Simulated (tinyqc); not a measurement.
Inside a calculation. Model: self-heating of a transistor with one or more fingers, with temperature-dependent conductivity. Computed by tinyqc, a small Python program that keeps every step. Command: `OMP_NUM_THREADS=1 python tinyqc.py 3006897 3006898 out.jsonl selfheat walk`. One thread of a shared host (Intel(R) Xeon(R) Processor @ 2.30GHz), about 0.07 s of CPU time with the checks. Intermediate numbers are printed to about 7 digits and carried at full precision; extremes and crossings named in words are read from the listed rows.

N long parallel fingers lie on the top face of a slab whose bottom is held at T_0; the top is otherwise insulated, and heat flows in two dimensions. P in W/mm is 1000 P in W/m.

Inputs (values chosen for the exercise, modelled on silicon carbide):
```
quantity                                      value           unit
conductivity at the base temperature kappa_0    353        W/(m K)
exponent m in kappa ~ T^-m                     1.47              -
base temperature T_0                            323              K
power per gate width P                          1.8           W/mm
fingers N                                         8              -
finger pitch s                                   21     micrometre
width of the heat source w                        1     micrometre
substrate thickness t                            92     micrometre
phonon free path Lambda                         150             nm
heat capacity C                                2.22  1e6 J/(m^3 K)
pulse length                                    1.9    microsecond
```

Power: fixed power.

## Geometry factors

A line source of power P on the top face raises the top at distance x by (P/(pi kappa_0)) g(x), g(x) = -ln tanh(pi x/(4 t)) (the image sum for the slab). On a strip of width w the centre sees the mean of g over the strip, g_0 = 1 + ln(8 t/(pi w)) for w much below t.

own factor g_0 = 6.456500

g(j s), j = 1..7: 1.729464  1.067296  0.710616  0.485952  0.336131  0.233722  0.162919

## Linear temperature rise of each finger

theta_i = (P/(pi kappa_0)) [g_0 + sum over j != i of g(|i - j| s)], with equal powers and constant conductivity; thermal resistance = largest theta/P.

theta of each finger (K): 18.15059  20.69326  22.04625  22.65408  22.65408  22.04625  20.69326  18.15059

largest theta = 22.65408 K

thermal resistance = 12.58560 K mm/W

The neighbours supply 54 % of the rise of the hottest finger, which runs 4.5 K above the outer ones.

## Correction for the falling conductivity

Kirchhoff transformation for kappa = kappa_0 (T/T_0)^-m: T = T_0 [1 - (m - 1) theta/T_0]^(-1/(m - 1)), where theta is the linear rise. The bracket vanishes at the power P T_0/((m - 1) theta).

peak temperature = 346.8772 K

true rise = 23.87720 K

true rise / linear rise = 1.053991

power at which the formula diverges = 54.60480 W/mm

The falling conductivity adds 5.4 % to the rise.

## Extra rise from ballistic phonons

Near a source smaller than the free path, Fourier's law overstates the flow. Rough estimate: a strip that emits phonons into a half space adds a resistance times area of 4 Lambda/(3 kappa_0), from the ballistic flux C v Delta T/4 with kappa_0 = C v Lambda/3, so Delta T_b = 4 Lambda P/(3 kappa_0 w); Knudsen number Lambda/w.

Knudsen number = 0.15

ballistic rise Delta T_b = 1.019830 K

Delta T_b / largest theta = 0.04501751

By this estimate the ballistic term is at most a fifth of the Fourier rise.

## Rise at the end of a pulse

After switching on, theta(tau) = (P D/kappa_0) int_0^tau X(u) Z(u) du at the hottest finger, D = kappa_0/C; X = sum over fingers at distance x of [erf((x + w/2)/r) - erf((x - w/2)/r)]/(2 w), Z = sum_(j=-200..200) (-1)^j exp(-(2 j t/r)^2)/sqrt(pi D u), r = 2 sqrt(D u); trapezoid rule on 300 points evenly spaced in ln u from u_0 = 1e-3 min(tau, w^2/D) to tau, plus the exact piece 2 sqrt(u_0/(pi D))/w below u_0. Conductivity and power are held at their base values here, and Fourier's law is used even where the diffusion length is near a phonon free path.

diffusivity D = 159.0090 micrometre^2/microsecond

diffusion length sqrt(D tau) = 17.38152 micrometre

linear rise after the pulse = 9.4693 K

share of the steady rise = 0.418

## Rise against time

The formulas are those given above.

Heating curve:
```
time (microsecond)  sqrt(D time) (micrometre)  rise (K)  share of the steady rise
5.30e-05                           0.09180129   0.52821                   0.02332
5.30e-04                            0.2903012    1.5779                   0.06965
0.0053                              0.9180129    3.2858                     0.145
0.053                                2.903012    5.1366                    0.2267
0.53                                 9.180129    7.2223                    0.3188
2.7                                  20.72014    10.381                    0.4583
11                                   41.82223    15.751                    0.6953
32                                   71.33224    20.617                    0.9101
80                                   112.7862    22.493                    0.9929
```

Half the steady rise is reached between 2.7 and 11 microseconds, and the last row holds 99.3 % of it; the slowest time constant is 4 t^2/(pi^2 D) = 21.6 microseconds. While the diffusion length lies between w and the pitch or thickness, the rise grows as the logarithm of time; once it nears the pitch of 21 micrometre the neighbours add their heat.

Checks made by the program: g(s) against the alternating image sum (relative difference 7e-07); Kirchhoff integral of kappa/kappa_0 from T_0 to T (relative difference below 1e-10); long-time limit against the steady rise (relative difference 2e-05).
